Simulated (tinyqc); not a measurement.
Rutherford backscattering from a thin compound film on silicon: kinematics, yields, composition and thickness. From one set of inputs to another, one input at a time. Computed by tinyqc, a small Python program. Command: `OMP_NUM_THREADS=1 python tinyqc.py 3006908 3006909 out.jsonl rbs ladder`. One thread of a shared host (Intel(R) Xeon(R) Processor @ 2.30GHz), about 0.01 s of CPU time with the checks.

Singly charged helium ions (Z1 = 2, M1 = 4.0026 u) enter at the tilt angle a1 to the normal and leave at a2 = |180 - theta - tilt| in the same plane. The film is A B_x.

The inputs printed are set A. Set A is modelled on a helium beam on TaN; the values taken over come from a set modelled on a helium beam on TiN. Inputs not listed in the table keep their values of set A, so the rows need not describe a real material.

Inputs (values chosen for the exercise, modelled on a helium beam on TaN):

| quantity | value | unit |
|---|---|---|
| beam energy E0 | 2 | MeV |
| scattering angle theta | 165 | degrees |
| tilt of the sample | 7 | degrees |
| heavy element: Z_A | 73 | - |
| heavy element: mass M_A | 180.9 | u |
| heavy element: stopping eps_A at 2 MeV | 116 | 1e-15 eV cm^2 |
| light element: Z_B | 7 | - |
| light element: mass M_B | 14 | u |
| light element: stopping eps_B at 2 MeV | 34.7 | 1e-15 eV cm^2 |
| atoms of B per atom of A, x | 0.934 | - |
| atomic density of the film | 86.5 | 1/nm^3 |
| film thickness d | 64 | nm |
| collected charge | 25 | microcoulomb |
| detector solid angle | 3.1 | msr |
| detector resolution (FWHM) | 14 | keV |

Constants: e^2/(4 pi eps_0) = 14.39964548 eV angstrom; e = 1.602176634e-19 C.

Method:
- Kinematic factor K = [(sqrt(M^2 - M1^2 sin^2 theta) + M1 cos theta)/(M + M1)]^2.
- Surface edges lie at K E0; substrate silicon has M = 28.09 u. Mass resolution at M_A = resolution/(E0 dK/dM).
- Stopping per atom eps(E) = eps(2 MeV) (E/2 MeV)^(-0.4) (a law chosen for the exercise); Bragg rule eps_film = (eps_A + x eps_B)/(1 + x); areal density N d, with 1/nm^2 = 0.1 x 1e15/cm^2.
- Width of the signal of element i: [K_i eps(E0)/cos a1 + eps(K_i E0)/cos a2] N d; depth resolution = resolution x d/width of A; energy lost on the way in = eps(E0) N d/cos a1.
- Rutherford cross section in the laboratory frame: sigma = (Z1 Z e^2/(4 pi eps_0 4E))^2 (4/sin^4 theta) (r + cos theta)^2/r, r = sqrt(1 - (M1 sin theta/M)^2), times the screening factor 1 - 0.049 Z1 Z^(4/3)/E (E in keV); 1 angstrom^2 = 1e8 barn.
- Counts = (charge/e) x solid angle x sigma(E_mean) x areal density of the element/cos a1, E_mean = E0 - half the energy lost on the way in; 1 barn = 1e-24 cm^2. The ratio of areas returns x = (Y_B/Y_A)(sigma_A/sigma_B), with the counting error sqrt(1/Y_A + 1/Y_B).

Each row keeps all changes above it:

| input moved | from | to | depth resolution (nm) | counting error of x without background (%) | energy lost on the way in (keV) |
|---|---|---|---|---|---|
| set A | - | - | 10.71 | 1.166 | 42.80 |
| atoms of B per atom of A, x | 0.934 | 1.03 | 11.00 | 1.138 | 41.69 |
| scattering angle theta (degrees) | 165 | 160 | 10.90 | 1.120 | 41.69 |
| light element: stopping eps_B at 2 MeV (1e-15 eV cm^2) | 34.7 | 35.2 | 10.86 | 1.120 | 41.83 |
| film thickness d (nm) | 64 | 87 | 10.86 | 0.957 | 56.87 |
| atomic density of the film (1/nm^3) | 86.5 | 103 | 9.12 | 0.875 | 67.71 |
| heavy element: stopping eps_A at 2 MeV (1e-15 eV cm^2) | 116 | 79.4 | 12.01 | 0.879 | 51.44 |
| detector resolution (FWHM) (keV) | 14 | 15 | 12.87 | 0.879 | 51.44 |

Depth resolution goes from 10.7 to 12.9, a factor 1.20 in all. The largest single move comes from heavy element: stopping eps_A at 2 MeV (a factor 1.32), and atomic density of the film works against it (a factor 0.840). Counting error of x without background goes from 1.17 to 0.879, a factor 0.754 in all. The largest single move comes from film thickness d (a factor 0.854). Energy lost on the way in goes from 42.8 to 51.4, a factor 1.20 in all. The largest single move comes from film thickness d (a factor 1.36), and heavy element: stopping eps_A at 2 MeV works against it (a factor 0.760). The single moves hold for this order of the switches; the total does not depend on the order.

Extremes, crossings and ranges named in words are read from the listed rows.
